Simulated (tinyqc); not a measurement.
Polytypes by hexagonality, and a cubic inclusion as a quantum well: sweeps and comparisons. A value that a table varies takes the place of the one given here.

Gap: E3 + (E2 - E3) h. Valence top Ev2 h and polarisation P2 h, both counted from 3C; Ec = Ev + gap.

A cubic inclusion of width L = N d in the host (h = 1) is a well of depth V = Ec(host) - Ec(3C). Square well with mass mismatch: k tan(k L/2) = (m_w/m_b) q, k = sqrt(m_w E/c), q = sqrt(m_b (V - E)/c), c = hbar^2/2m0, lowest root. The depth of the level, V - E, is its binding, and the transition to the valence top of the host is gap(host) - (V - E). The step in polarisation gives a field |F| = |P|/(eps eps0) in a thin inclusion, eps0 = 8.8541878e-12 F/m.

Constants: hbar^2/2m0 = 3.80998211 eV angstrom^2.

Parameters, chosen for this exercise (of the order of those of GaAs; shifted at random, so the results belong to these values and not to a real crystal): E3 = 1.511 eV (gap of the cubic polytype); E2 = 1.512 eV (gap of 2H); Ev2 = 0.111 eV (valence top of 2H above that of 3C); P2 = 0.0018 C/m^2 (spontaneous polarisation of 2H); m = (0.063, 0.062) m0 (electron mass along c in the cubic layer and in the host); d = 3.258 angstrom (thickness of a double layer); eps = 12.6 (dielectric constant); N = 6 (double layers in the cubic inclusion).

## Width of the inclusion

Without the field: square well. With it, the potential inside is |F| (z - L/2), the host conduction edge lies at V - |F| L/2 on one side and V + |F| L/2 on the other, and the lowest level E_F is found by finite differences (step 0.25 angstrom, wide box, good to about 1 meV). Holes sit in the host on the high side, so the transition is gap(host) - V + E_F - |F| L/2. A dash: bound by less than 2 meV or not at all.

Results:

| N | L (angstrom) | depth (eV) | transition (eV) | depth below the low side, with field (eV) | transition with field (eV) |
|---|---|---|---|---|---|
| 2 | 6.52 | 0.002 | 1.510 | - | - |
| 4 | 13.03 | 0.008 | 1.504 | - | - |
| 6 | 19.55 | 0.016 | 1.496 | 0.004 | 1.476 |
| 10 | 32.58 | 0.034 | 1.478 | 0.013 | 1.447 |
| 15 | 48.87 | 0.053 | 1.459 | 0.021 | 1.412 |
| 20 | 65.16 | 0.067 | 1.445 | 0.026 | 1.381 |
| 30 | 97.74 | 0.084 | 1.428 | 0.029 | 1.326 |

The square well binds a level even at N = 2 (2 meV), as any symmetric one-dimensional well does; the depth grows to 84 of 112 meV, and the transition tends to E3 - Ev(host) = 1.400 eV. With the field the level is bound by 2 meV or more for N = 6, 10, 15, 20 and 30, and the transition is lowered by 20 meV at N = 6 and 102 meV at N = 30, where |F| L/2 = 79 meV. Free carriers or surface charge screen the field and the step between the two sides; with the field removed every row returns to its square-well depth, and the attraction to the hole, left out here, binds the electron further.

## What each parameter does

Well depth, depth of the level, transition without the field and field. Each row changes one parameter from the base and keeps the others.

Results:

| case | V (eV) | depth (eV) | transition (eV) | \|F\| (MV/cm) |
|---|---|---|---|---|
| base | 0.1120 | 0.0159 | 1.4961 | 0.161 |
| N = 7 | 0.1120 | 0.0204 | 1.4916 | 0.161 |
| Ev2 = 0.141 eV | 0.1420 | 0.0245 | 1.4875 | 0.161 |
| E3 = 1.491 eV | 0.1320 | 0.0215 | 1.4905 | 0.161 |
| E2 = 1.542 eV | 0.1420 | 0.0245 | 1.5175 | 0.161 |
| P2 = 0.0023 C/m^2 | 0.1120 | 0.0159 | 1.4961 | 0.206 |
| eps = 13.6 | 0.1120 | 0.0159 | 1.4961 | 0.149 |
| m = (0.076, 0.062) m0 | 0.1120 | 0.0162 | 1.4958 | 0.161 |

The largest shifts from the base row, up to three for each result and ties (the steps differ in size, so this ranks the rows, not the parameters). V (eV): Ev2 +0.0300, E2 +0.0300, E3 +0.0200; unchanged at the printed digits by N, P2, eps and m. depth (eV): Ev2 +0.0085, E2 +0.0085, E3 +0.0055; unchanged at the printed digits by P2 and eps. transition (eV): E2 +0.0215, Ev2 -0.0085, E3 -0.0055; unchanged at the printed digits by P2 and eps. |F| (MV/cm): P2 +0.045, eps -0.012; unchanged at the printed digits by N, Ev2, E3, E2 and m.

Computed by tinyqc, a small Python program: `OMP_NUM_THREADS=1 python tinyqc.py 1850662 1850663 out.jsonl` (the numbers bound the seed that draws the inputs); one thread of a shared host (Intel(R) Xeon(R) Processor @ 2.30GHz), about 0.09 s for the whole set of steps.
